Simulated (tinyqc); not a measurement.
Changing the pump speed S: gas flow in a process chamber: flow regimes, conductance, effective pumping speed, pump-down, outgassing and purge. Computed by tinyqc, a small Python program. Command: `OMP_NUM_THREADS=1 python tinyqc.py 3120444 3120445 out.jsonl pump sweep`. One thread of a shared host (Intel(R) Xeon(R) Processor @ 2.30GHz), about 0.01 s of CPU time with the checks.

Ideal gas, isothermal flow, a pump of constant speed at the end of a round pipe; process gas, volume gas and outgassing are given the same properties. 1 sccm = 101325 Pa x 1e-6 m^3/60 s x T/273.15 K.

Inputs (values chosen for the exercise, modelled on water vapour near room temperature):
```
quantity                     value            unit
molar mass M                 18.02           g/mol
molecular diameter            0.46              nm
viscosity eta                  9.9   micropascal s
temperature T                  300               K
chamber volume V                54               L
wall area                     0.56             m^2
pipe diameter d                6.3              cm
pipe length l                   52              cm
process gas flow              1200            sccm
outgassing rate after 1 h  4.7e-07  Pa m^3/(s m^2)
outgassing exponent n          0.9               -
target base pressure        0.0001              Pa
```

Constants: k_B = 1.380649e-23 J/K; u = 1.6605390666e-27 kg.

Method:
- Mean speed c = sqrt(8 k_B T/(pi m)); aperture conductance C_a = c pi d^2/16; molecular pipe C_m = C_a/(1 + 3 l/(4 d)) (Dushman form); viscous pipe C_v = pi d^4 p_mean/(128 eta l); Knudsen interpolation C = C_v + C_m (1 + x)/(1 + 1.24 x), x = d p_mean sqrt(m/(k_B T))/eta.
- Effective speed 1/S_eff = 1/S + 1/C_m; time constant V/S_eff; pressure at which the free path k_B T/(sqrt2 pi d_m^2 p) equals d.
- Steady flow: the pump inlet is at p_2 = Q/S, and the chamber pressure p_1 solves Q = C((p_1 + p_2)/2) (p_1 - p_2). Residence time = p_1 V/Q.
- Knudsen number = free path at the mean pressure over d.
- From the outgassing limit: t = 1 h x (q_1 A/(S_eff p_target))^(1/n) - 10 s; monolayer time at the target = 1e19 m^-2 x 4 k_B T/(p c) for unit sticking.

One run for each value:
```
pump speed S (L/s)  S_eff in molecular flow (L/s)  chamber pressure p_1 (Pa)  time to the target (h)
5                                            4.64                      445.2                  0.5299
36                                          23.08                       62.3                  0.0868
97                                          38.68                       24.2                  0.0477
260                                         51.58                       11.3                  0.0339
690                                         58.86                        7.9                  0.0289
1900                                        62.24                        7.2                  0.0270
5000                                        63.53                        7.1                  0.0263
```

Give the missing row, pump speed S (L/s) = 13.

Computed row:
```
pump speed S (L/s)  S_eff in molecular flow (L/s)  chamber pressure p_1 (Pa)  time to the target (h)
13                                          10.82                      171.4                  0.2052
```

Interpolating between the two neighbouring rows (the first column on a logarithmic scale, the others too where they are positive) misses most in time to the target (h), by 7.6 %. Over the rows, S_eff in molecular flow (L/s) rises from 4.64 to 63.5 (exponent d ln y / d ln x 0.89 between the first rows and 0.021 between the last); chamber pressure p_1 (Pa) falls from 445 to 7.09 (exponent d ln y / d ln x -1.00 between the first rows and -0.020 between the last); time to the target (h) falls from 0.530 to 0.0263 (exponent d ln y / d ln x -0.99 between the first rows and -0.026 between the last). At the high end the exponent of S_eff in molecular flow is 0.02, close to 0: the pipe limits.

Caution (rows 690, 1900, 5000): S over the pipe area exceeds 0.3 of the mean molecular speed: the pipe end cannot pass this speed without choking, so p_2 = Q/S and the conductance formulas are only formal.
